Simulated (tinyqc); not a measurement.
Schottky emission and Poole-Frenkel conduction in an insulator, and how to tell them apart: one step of the calculation.

Schottky emission (electrode-limited): J = As T^2 exp[-(pb - b sqrt(F))/Vt], b = sqrt(q/(4 pi eps0 ei)). Poole-Frenkel emission (bulk-limited): J = s0 F exp[-(pt - 2 b sqrt(F))/Vt]. F in V/cm.

Problem. Both currents at one field. Lowerings b sqrt(F) and 2 b sqrt(F); the image-force maximum lies at sqrt(q/(16 pi eps0 ei F)) from the electrode.

Inputs (values chosen for the exercise); dielectric values close to those of aluminium oxide:
- T = 350 K (temperature)
- ei = 3.16 (high-frequency relative permittivity)
- pt = 1.01 eV (trap depth)
- s0 = 6 S/cm (Poole-Frenkel prefactor)
- pb = 1.07 eV (electrode barrier)
- As = 20 A/(cm^2 K^2) (Richardson constant)
- F = 1.4 MV/cm (field)

Constants: q = 1.602176634e-19 C, kB = 1.380649e-23 J/K, Vt = kB T/q, eps0 = 8.8541878128e-14 F/cm where lengths are in cm. Results are converted to the units shown.

Find: Schottky lowering; position of the barrier top; Poole-Frenkel lowering; J, Schottky; J, Poole-Frenkel.

Solution.

Schottky lowering = 252.58 meV
position of the barrier top = 0.90207 nm
Poole-Frenkel lowering = 505.16 meV
J, Schottky = 4.1573e-6 A/cm^2
J, Poole-Frenkel = 0.45171 A/cm^2

Injection and bulk transport act in series, so the smaller capacity limits the current: here the electrode, by a factor of 1.09e5.

tinyqc, about 0.01 s, one thread, Intel Xeon 2.30GHz (shared host): `OMP_NUM_THREADS=1 python tinyqc.py 2370007 2370008 out.jsonl`
